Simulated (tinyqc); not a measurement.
CCD on RHF in the cc-pvdz basis, for He, spin multiplicity 1, step by step. Computed by tinyqc, a small Python program that keeps every step (integrals from PySCF). Settings: charge = 0, multiplicity = 1, basis = cc-pvdz, method = RHF, energy threshold = 1e-10, iteration cap = 62, orthogonalisation = canonical, start = core, DIIS depth = 6, amplitude equations = CCD, DIIS depth for amplitudes = 0, cap on updates = 77. Command: `OMP_NUM_THREADS=1 python tinyqc.py 29888 29889 out.jsonl` (the two numbers bound the seeds that draw the settings). One thread of a shared host (Intel(R) Xeon(R) Processor @ 2.60GHz), about 0.05 s of CPU time with the checks. The early iterations of the SCF are left out here.

## One-electron integrals

Geometry (angstrom):
```
atom         x         y         z
He    0.000000  0.000000  0.000000
```

Basis cc-pvdz: exponents (1/bohr^2) and contraction coefficients of normalised primitives:
```
element  l (shell)   exponent  coefficient
He           s (1)  38.360000     0.040176
He           s (1)   5.770000     0.261368
He           s (1)   1.240000     0.793071
He           s (2)   0.297600     1.000000
He           p (3)   1.275000     1.000000
```

Overlap, kinetic and nuclear-attraction integrals over the contracted functions; the nuclear repulsion is the sum of Za Zb / Rab.

nuclear repulsion = 0 hartree

overlap S, order 1He 1s, 1He 2s, 1He 2px, 1He 2py, 1He 2pz:
```
[[1.000000, 0.634168, 0.000000, 0.000000, 0.000000],
 [0.634168, 1.000000, 0.000000, 0.000000, 0.000000],
 [0.000000, 0.000000, 1.000000, 0.000000, 0.000000],
 [0.000000, 0.000000, 0.000000, 1.000000, 0.000000],
 [0.000000, 0.000000, 0.000000, 0.000000, 1.000000]]
```

kinetic energy T (hartree), order 1He 1s, 1He 2s, 1He 2px, 1He 2py, 1He 2pz:
```
[[2.922435, 0.466660, 0.000000, 0.000000, 0.000000],
 [0.466660, 0.446400, 0.000000, 0.000000, 0.000000],
 [0.000000, 0.000000, 3.187500, 0.000000, 0.000000],
 [0.000000, 0.000000, 0.000000, 3.187500, 0.000000],
 [0.000000, 0.000000, 0.000000, 0.000000, 3.187500]]
```

nuclear attraction V (hartree), order 1He 1s, 1He 2s, 1He 2px, 1He 2py, 1He 2pz:
```
[[-4.802688, -2.012449, 0.000000, 0.000000, 0.000000],
 [-2.012449, -1.741071, 0.000000, 0.000000, 0.000000],
 [0.000000, 0.000000, -2.402503, 0.000000, 0.000000],
 [0.000000, 0.000000, 0.000000, -2.402503, 0.000000],
 [0.000000, 0.000000, 0.000000, 0.000000, -2.402503]]
```

core Hamiltonian H = T + V (hartree), order 1He 1s, 1He 2s, 1He 2px, 1He 2py, 1He 2pz:
```
[[-1.880253, -1.545789, 0.000000, 0.000000, 0.000000],
 [-1.545789, -1.294671, 0.000000, 0.000000, 0.000000],
 [0.000000, 0.000000, 0.784997, 0.000000, 0.000000],
 [0.000000, 0.000000, 0.000000, 0.784997, 0.000000],
 [0.000000, 0.000000, 0.000000, 0.000000, 0.784997]]
```

## Two-electron integrals

Functions are numbered as in S; the eight-fold symmetry (ij|kl) = (ji|kl) = (kl|ij) leaves the list below.

Two-electron integrals (ij|kl) in chemists' order, unique and non-zero (hartree):
```
(11|11) 1.543036   (21|11) 0.784979   (21|21) 0.426774   (22|11) 0.803460
(22|21) 0.475908   (22|22) 0.615562   (31|31) 0.177307   (32|31) 0.142524
(32|32) 0.130008   (33|11) 1.099799   (33|21) 0.627782   (33|22) 0.734404
(33|33) 1.040531   (41|41) 0.177307   (42|41) 0.142524   (42|42) 0.130008
(43|43) 0.063706   (44|11) 1.099799   (44|21) 0.627782   (44|22) 0.734404
(44|33) 0.913119   (44|44) 1.040531   (51|51) 0.177307   (52|51) 0.142524
(52|52) 0.130008   (53|53) 0.063706   (54|54) 0.063706   (55|11) 1.099799
(55|21) 0.627782   (55|22) 0.734404   (55|33) 0.913119   (55|44) 0.913119
(55|55) 1.040531
```

## Orthogonalisation

S = U s U^T; canonical form X = U s^(-1/2), so that X^T S X = 1. Each column of U has its largest component positive (the first on a tie).

eigenvalues of S: [0.365832, 1.000000, 1.000000, 1.000000, 1.634168]

X, order 1He 1s, 1He 2s, 1He 2px, 1He 2py, 1He 2pz:
```
[[1.169079, 0.000000, 0.000000, 0.000000, 0.553142],
 [-1.169079, 0.000000, 0.000000, 0.000000, 0.553142],
 [0.000000, 1.000000, 0.000000, 0.000000, 0.000000],
 [0.000000, 0.000000, 1.000000, 0.000000, 0.000000],
 [0.000000, 0.000000, 0.000000, 1.000000, 0.000000]]
```

Within a degenerate level the vectors are fixed only up to a rotation; this is one choice.

## Iteration 9 (converged): orbitals

converged F (hartree), order 1He 1s, 1He 2s, 1He 2px, 1He 2py, 1He 2pz:
```
[[-0.550426, -0.999872, 0.000000, 0.000000, 0.000000],
 [-0.999872, -0.428819, 0.000000, 0.000000, 0.000000],
 [0.000000, 0.000000, 2.524372, 0.000000, 0.000000],
 [0.000000, 0.000000, 0.000000, 2.524372, 0.000000],
 [0.000000, 0.000000, 0.000000, 0.000000, 2.524372]]
```

Diagonalise F' = X^T F X, C = X C', fill 1 alpha and 1 beta electrons from the bottom; D = 2 C_occ C_occ^T. Each column has its largest component positive (the first on a tie).

F' = X^T F X (hartree):
```
[[1.394763, 0.000000, 0.000000, 0.000000, -0.078640],
 [0.000000, 2.524372, 0.000000, 0.000000, 0.000000],
 [0.000000, 0.000000, 2.524372, 0.000000, 0.000000],
 [0.000000, 0.000000, 0.000000, 2.524372, 0.000000],
 [-0.078640, 0.000000, 0.000000, 0.000000, -0.911470]]
```

orbital energies (hartree): [-0.914148, 1.397442, 2.524372, 2.524372, 2.524372]

coefficients C, order 1He 1s, 1He 2s, 1He 2px, 1He 2py, 1He 2pz:
```
[[0.592616, -1.149573, 0.000000, 0.000000, 0.000000],
 [0.513027, 1.187231, 0.000000, 0.000000, 0.000000],
 [0.000000, 0.000000, 1.000000, 0.000000, 0.000000],
 [0.000000, 0.000000, 0.000000, 1.000000, -0.000920],
 [0.000000, 0.000000, 0.000000, 0.000920, 1.000000]]
```

D after iteration 9, order 1He 1s, 1He 2s, 1He 2px, 1He 2py, 1He 2pz:
```
[[0.702388, 0.608056, 0.000000, 0.000000, 0.000000],
 [0.608056, 0.526393, 0.000000, 0.000000, 0.000000],
 [0.000000, 0.000000, 0.000000, 0.000000, 0.000000],
 [0.000000, 0.000000, 0.000000, 0.000000, 0.000000],
 [0.000000, 0.000000, 0.000000, 0.000000, 0.000000]]
```

Within a degenerate level the vectors are fixed only up to a rotation; this is one choice.

## Convergence

Stop when the energy changes by less than 1e-10 hartree and every element of the error matrix X^T (F D S - S D F) X is below 3e-06.

Course of the cycle:
```
iteration  E (hartree)     change  largest element of the error matrix
1          -2.74189681          -                             6.75e-01
2          -2.85440990  -1.13e-01                             5.66e-02
3          -2.85516045  -7.51e-04                             3.67e-04
4          -2.85516047  -2.52e-08                             1.66e-04
5          -2.85516047  -3.75e-09                             1.07e-04
6          -2.85516048  -1.22e-09                             7.88e-05
7          -2.85516048  -5.43e-10                             6.24e-05
8          -2.85516048  -9.12e-10                             6.95e-08
9          -2.85516048  -1.78e-15                             1.56e-10
```

PySCF RHF in the same basis = -2.85516048 hartree

Converged in 9 iterations.

## Integrals over molecular orbitals

(pq|rs) = sum C_ip C_jq C_kr C_ls (ij|kl), one index at a time.

one-electron integrals over orbitals h = C^T H C (hartree):
```
[[-1.941013, 0.316447, 0.000000, 0.000000, 0.000000],
 [0.316447, -0.090238, 0.000000, 0.000000, 0.000000],
 [0.000000, 0.000000, 0.784997, 0.000000, 0.000000],
 [0.000000, 0.000000, 0.000000, 0.784997, 0.000000],
 [0.000000, 0.000000, 0.000000, 0.000000, 0.784997]]
```

Two-electron integrals over orbitals (pq|rs), unique and non-zero (hartree):
```
(11|11) 1.026865    (21|11) -0.316447   (21|21) 0.227505    (22|11) 0.857592
(22|21) -0.255195   (22|22) 0.765495    (31|31) 0.183149    (32|31) -0.025386
(32|32) 0.028529    (33|11) 0.961262    (33|21) -0.230485   (33|22) 0.774953
(33|33) 1.040531    (41|41) 0.183149    (42|41) -0.025386   (42|42) 0.028529
(43|43) 0.063706    (44|11) 0.961262    (44|21) -0.230485   (44|22) 0.774953
(44|33) 0.913119    (44|44) 1.040531    (51|51) 0.183149    (52|51) -0.025386
(52|52) 0.028529    (53|53) 0.063706    (54|54) 0.063706    (55|11) 0.961262
(55|21) -0.230485   (55|22) 0.774953    (55|33) 0.913119    (55|44) 0.913119
(55|55) 1.040531
```

## CCD: starting amplitudes

t_ij^ab = <ij||ab> / (e_i + e_j - e_a - e_b), whose energy is MP2.

Starting amplitudes (spin orbitals 1a, 1b, ...; amplitudes related by a flip of all spins are not repeated):
```
from      to          t
1a 1b  2a 2b  -0.049210
1a 1b  3a 3b  -0.026632
1a 1b  4a 4b  -0.026632
1a 1b  5a 5b  -0.026632
```

correlation energy = -0.02582834 hartree

## CCD: amplitude update 1

t_ij^ab D_ij^ab are set to the remaining terms of the spin-orbital equations, evaluated with the old amplitudes; for the doubles these are <ij||ab> + 1/2 <ab||ef> t_ij^ef + 1/2 <mn||ij> t_mn^ab + P(ij)P(ab) <mb||ej> t_im^ae + terms in t^2, D the orbital-energy denominators.

Amplitudes after update 1 (spin orbitals 1a, 1b, ...; amplitudes related by a flip of all spins are not repeated):
```
from      to          t
1a 1b  2a 2b  -0.061034
1a 1b  3a 3b  -0.031300
1a 1b  4a 4b  -0.031300
1a 1b  5a 5b  -0.031300
```

correlation energy = -0.03108321 hartree

## CCD: amplitude update 2

As before.

Amplitudes after update 2 (spin orbitals 1a, 1b, ...; amplitudes related by a flip of all spins are not repeated):
```
from      to          t
1a 1b  2a 2b  -0.063837
1a 1b  3a 3b  -0.032081
1a 1b  4a 4b  -0.032081
1a 1b  5a 5b  -0.032081
```

correlation energy = -0.03215020 hartree

## CCD: convergence

E_corr = 1/4 sum <ij||ab> t_ij^ab; stop when the norm of the change is below 1e-8.

Course of the amplitude iterations:
```
update  correlation energy (hartree)  norm of the change
0                        -0.02582834                   -
1                        -0.03108321            2.86e-02
2                        -0.03215020            6.23e-03
3                        -0.03237155            1.41e-03
4                        -0.03241870            3.29e-04
5                        -0.03242901            7.87e-05
6                        -0.03243133            1.91e-05
7                        -0.03243186            4.67e-06
8                        -0.03243198            1.15e-06
9                        -0.03243201            2.83e-07
10                       -0.03243202            7.00e-08
11                       -0.03243202            1.73e-08
12                       -0.03243202            4.28e-09
```

Converged amplitudes (spin orbitals 1a, 1b, ...; amplitudes related by a flip of all spins are not repeated):
```
from      to          t
1a 1b  2a 2b  -0.064720
1a 1b  3a 3b  -0.032229
1a 1b  4a 4b  -0.032229
1a 1b  5a 5b  -0.032229
```

CCD total energy = -2.88759250 hartree

Converged in 12 updates.
